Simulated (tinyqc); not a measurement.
X-ray reflectivity of a thin film on silicon: critical angles, Parratt recursion, fringes and roughness. Changing the film density rho. Computed by tinyqc, a small Python program. Command: `OMP_NUM_THREADS=1 python tinyqc.py 3121116 3121117 out.jsonl xrr sweep`. One thread of a shared host (Intel(R) Xeon(R) Processor @ 2.30GHz), about 0.01 s of CPU time with the checks.

n = 1 - delta + i beta; the classical electron radius is r_e = 2.8179403e-6 nm. Layer 0 is vacuum, 1 the film, 2 the substrate.

Inputs (values chosen for the exercise, modelled on Al2O3 on silicon, copper K-alpha radiation):
```
quantity,value,unit
wavelength lambda,0.15406,nm
"effective electrons per unit mass, film",0.488,mol/g
"beta/delta, film",0.012,-
film thickness d,66.5,nm
roughness of the surface sigma_1,0.94,nm
roughness of the interface sigma_2,0.43,nm
substrate density,2.33,g/cm^3
"effective electrons per unit mass, substrate",0.507,mol/g
"beta/delta, substrate",0.023,-
grazing angle theta,1.49,degrees
```

Constants: N_A = 6.02214076e+23 1/mol.

Method:
- delta = r_e lambda^2 rho_e/(2 pi), rho_e = density x electrons per mass x N_A; critical angle sqrt(2 delta), q_c = 4 sqrt(pi r_e rho_e).
- k_j = (2 pi/lambda) sqrt(sin^2 theta - 2 delta_j + 2 i beta_j); r_ij = (k_i - k_j)/(k_i + k_j) x exp(-2 k_i k_j sigma^2) (Nevot-Croce); r = (r_01 + r_12 p)/(1 + r_01 r_12 p), p = exp(2 i k_1 d); R = |r|^2.
- Far above the critical angle the period is d theta = lambda/(2 d), or 2 pi/d in q; the envelope runs between (|r_01| - |r_12 p|)^2 and (|r_01| + |r_12 p|)^2; contrast = 2 a b/(a^2 + b^2) with a = |r_01|, b = |r_12 p|; roughness factors on the amplitudes are about exp(-q^2 sigma^2/2).

One run for each value:
```
film density rho (g/cm^3),critical angle of the film (degrees),contrast,reflectivity R
1.51,0.17611,0.61877,1.9211e-06
1.80,0.19228,0.88807,1.2438e-06
2.08,0.20669,0.96973,8.8231e-07
2.36,0.22016,0.26167,7.1304e-07
2.64,0.23286,0.68032,6.5678e-07
2.92,0.24490,0.97577,6.5866e-07
3.20,0.25637,0.99208,6.9633e-07
3.48,0.26735,0.94333,7.8627e-07
```

What does the table show, and why?

Over the rows, critical angle of the film (degrees) rises from 0.176 to 0.267 (exponent d ln y / d ln x about 0.50 throughout); contrast lies between 0.262 and 0.992 without a single trend; reflectivity R goes from 1.92e-6 through a minimum among these rows, 6.57e-7 at 2.64, to 7.86e-7. The exponent of critical angle of the film stays at 0.50: delta is proportional to the density.

Extremes, crossings and ranges named in words are read from the listed rows.
